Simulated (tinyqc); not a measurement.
Trench capacitor in an array: capacitance, non-linearity, leakage and relaxation: one step of the calculation.

A film between two metal electrodes, each interface adding a series capacitance ci. The small-signal permittivity is ek (1 + aq E^2); the field is found with the linear permittivity. Leakage J = J0 sinh(E/Ef). After a voltage step the film passes a relaxation current kr C V tt^(-nr), tt being the time in seconds. The sidewall is a coaxial capacitor with radii a = dm/2 - t and b = dm/2, depth AR dm; the end face is left out.

Task. Planar capacitance, field and non-linearity. Planar film: Cf = eps0 ek/t, 1/C = 1/Cf + 2/ci, EOT = 3.9 eps0/C, effective permittivity C t/eps0, E = (V/t) C/Cf; quadratic coefficient [C(V)/C - 1]/V^2 with Cf (1 + aq E^2) in C(V).

Parameters, values chosen for the exercise; permittivity of the order of that of hafnium oxide: relative permittivity of the film ek = 22.3; film thickness t = 14 nm; capacitance of each electrode interface (dead layer and screening) ci = 140 uF/cm^2; quadratic field coefficient of the permittivity aq = 0.01 cm^2/MV^2; bias V = 0.6 V; leakage prefactor J0 = 9.1e-11 A/cm^2; field for an e-fold rise of the leakage Ef = 0.42 MV/cm.

Constants: eps0 = 8.8541878128e-14 F/cm where lengths are in cm. Results are converted to the units shown.

Wanted: Cf; C; EOT; effective permittivity; E; quadratic coefficient; J.

Result.

Cf = 1.410 uF/cm^2
C = 1.382 uF/cm^2
EOT = 2.498 nm
effective permittivity = 21.86
E = 0.4201 MV/cm
quadratic coefficient = 4806 ppm/V^2
J = 1.070e-10 A/cm^2

The interfaces take 1.97 % of the voltage.

tinyqc, about 0.01 s, one thread, Intel Xeon 2.30GHz (shared host): `OMP_NUM_THREADS=1 python tinyqc.py 2102169 2102170 out.jsonl`
